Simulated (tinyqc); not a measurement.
Resistance of a circular point contact between the ballistic and the diffusive limit: two steps of the calculation.

Two half-spaces of a free-electron metal (one valley, spin 2) meet through a circular opening of radius a in an insulating sheet.

Inputs (values chosen for the exercise):
- n = 8e20 cm^-3 (free-electron density)
- l = 13 nm (mean free path)
- a = 1.8 nm (radius of the opening)

Constants: q = 1.602176634e-19 C, hbar = 1.054571817e-34 J s. Results are converted to the units shown.

Problem 1. Fermi wave number and resistivity. kF = (3 pi^2 n)^(1/3), resistivity rho = hbar kF/(n q^2 l). Maxwell: RM = rho/(2 a); Sharvin: RS = 4 rho l/(3 pi a^2); interpolation R = RS + gamma RM, gamma = (1 + 0.83 K)/(1 + 1.33 K), K = l/a.

Find: kF; rho; modes (kF a)^2/4.

Solution 1.

kF = 2.872 1/nm
rho = 113.4 uohm cm
modes (kF a)^2/4 = 6.681

Problem 2. Resistances. 

rho = 113.44683 uohm cm

Give: RM; RS; gamma; R.

Solution 2.

RM = 315.13 ohm
RS = 1931.9 ohm
gamma = 0.65951
R = 2139.7 ohm

The Sharvin term makes up 90.3 % of R; it equals (h/2q^2) over the number of modes.

Program tinyqc, `OMP_NUM_THREADS=1 python tinyqc.py 2760035 2760036 out.jsonl`; Intel Xeon 2.30GHz, shared host, one thread, about 0.01 s.
